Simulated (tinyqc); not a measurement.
Worked calculation: Hubbard chain of 5 sites. Computed by tinyqc, a small Python program that keeps every step. Settings: hopping = 1.04, U = 1.9, mixing = 1, iteration cap = 81. Command: `OMP_NUM_THREADS=1 python tinyqc.py 20178 20179 out.jsonl` (the two numbers bound the seeds that draw the settings). One thread of a shared host (Intel(R) Xeon(R) Processor @ 2.60GHz), about 0.2 s of CPU time with the checks. Later iterations appear only in the table of the cycle.

## Mean-field iteration 1

one-body matrix (hopping and site energies) (eV), order 1, 2, 3, 4, 5:
$$\begin{pmatrix}
-0.540000 & -1.040000 & 0.000000 & 0.000000 & 0.000000 \\
-1.040000 & -0.730000 & -1.040000 & 0.000000 & 0.000000 \\
0.000000 & -1.040000 & -0.560000 & -1.040000 & 0.000000 \\
0.000000 & 0.000000 & -1.040000 & -0.970000 & -1.040000 \\
0.000000 & 0.000000 & 0.000000 & -1.040000 & 0.200000
\end{pmatrix}$$

U = 1.900000 eV

electrons, up and down: [3, 2]

mixing = 1

n(up) at the start (a guess, not normalised): 1 0.650000, 2 0.550000, 3 0.650000, 4 0.550000, 5 0.650000

n(down) at the start (a guess): 1 0.350000, 2 0.450000, 3 0.350000, 4 0.450000, 5 0.350000

H(up) = T + U n(down), H(down) = T + U n(up); fill the lowest levels; n(new) = n + mixing (n(out) - n); E = tr T (rho up + rho down) + U sum n_up n_down of the output.

levels, up (eV): [-1.700845, -0.855090, 0.330066, 1.368631, 1.962238]

levels, down (eV): [-1.340825, -0.523630, 0.874131, 1.808980, 2.376344]

energy = -6.197913 eV

n(up) after iteration 1: 1 0.738996, 2 0.523495, 3 0.688298, 4 0.659902, 5 0.389309

n(down) after iteration 1: 1 0.299510, 2 0.580115, 3 0.308412, 4 0.668288, 5 0.143675

## Mean-field iteration 2

As before.

levels, up (eV): [-1.594513, -0.765548, 0.180577, 1.347086, 2.032399]

levels, down (eV): [-1.284988, -0.498280, 0.849111, 1.674641, 2.359517]

energy = -6.261849 eV

n(up) after iteration 2: 1 0.741999, 2 0.447606, 3 0.710834, 4 0.513551, 5 0.586009

n(down) after iteration 2: 1 0.250312, 2 0.606260, 3 0.299341, 4 0.609380, 5 0.234708

## Convergence

Each step fills the lowest levels of T + U n(other spin) and sets n(new) = n + mixing (n(out) - n); stop when output and input agree to 1e-8.

Course of the cycle:
```
iteration       E (eV)  largest |n(out) - n(in)|  mean |n_up - n_down|
1          -6.19791330                  2.61e-01              0.226002
2          -6.26184903                  1.97e-01              0.301793
3          -6.28544402                  7.77e-02              0.328837
4          -6.29334711                  7.11e-02              0.354003
5          -6.29591316                  2.61e-02              0.361929
6          -6.29670862                  2.26e-02              0.369567
7          -6.29695086                  8.20e-03              0.371829
8          -6.29702356                  6.87e-03              0.374066
9          -6.29704526                  2.49e-03              0.374707
10         -6.29705171                  2.06e-03              0.375357
11         -6.29705363                  7.46e-04              0.375539
...                ...                       ...                   ...
21         -6.29705444                  1.77e-06              0.375878
22         -6.29705444                  1.45e-06              0.375879
23         -6.29705444                  5.27e-07              0.375879
24         -6.29705444                  4.33e-07              0.375879
25         -6.29705444                  1.57e-07              0.375879
26         -6.29705444                  1.29e-07              0.375879
27         -6.29705444                  4.69e-08              0.375879
28         -6.29705444                  3.85e-08              0.375879
29         -6.29705444                  1.40e-08              0.375879
30         -6.29705444                  1.15e-08              0.375879
31         -6.29705444                  4.17e-09              0.375879
```

local moments n_up - n_down: 1 0.570448, 2 -0.258267, 3 0.450313, 4 -0.181430, 5 0.418937

Converged in 31 iterations. Before convergence this energy mixes input and output and is not variational, so it may rise towards its limit.

## Exact diagonalisation (100 states)

Lowest levels of the sector, and the double occupancy of the lowest state.

lowest levels (eV): [-6.553348, -5.687356, -5.103582, -5.040044, -4.945477, -4.490474]

double occupancy per site = 0.167641

The mean-field solution above lies 0.2563 eV above the exact energy.

## The lowest level by Lanczos steps

From a random start vector (not printed): a_j = <q_j|H|q_j>, b_j = norm of the remainder after orthogonalising; the Ritz value is the lowest eigenvalue of the tridiagonal matrix of a and b so far.

Lanczos:
```
j    a_j (eV)  b_j (eV)  lowest Ritz value (eV)
1   -1.603961  3.629743             -1.60396106
2   -0.680768  3.465088             -4.80134097
3   -0.407624  3.346526             -5.91596057
4    0.882143  3.382447             -6.28208279
5   -0.424393  2.844911             -6.43719839
6   -0.603748  3.040381             -6.50233750
7    0.236627  3.058229             -6.53195794
8   -0.314160  2.656609             -6.54555202
9   -0.486442  2.810527             -6.55056062
10  -0.003530  2.856295             -6.55242233
```
